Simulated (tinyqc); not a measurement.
# Gate sheet resistance from two finger widths

Inverse problem. At low frequency R = Rsh Wf/(3 L) + B/Wf, where B collects the channel and vertical terms. Find Rsh, B and the width of lowest R.

Values chosen for this exercise:
```
symbol,value,unit,meaning
L,0.25,um,channel length
```

input resistance of single fingers, contacted at one end, of width 0.75 and 8.7 um (ohm): 139.66667  253.82989

Solution. R Wf is a straight line in Wf^2; the minimum of R lies where both terms are equal.

Rsh = 21.00 ohm/square
B = 89.00 ohm um
width of lowest R = 1.783 um

tinyqc, about 0.01 s, one thread, Intel Xeon 2.30GHz (shared host): `OMP_NUM_THREADS=1 python tinyqc.py 2262081 2262082 out.jsonl`
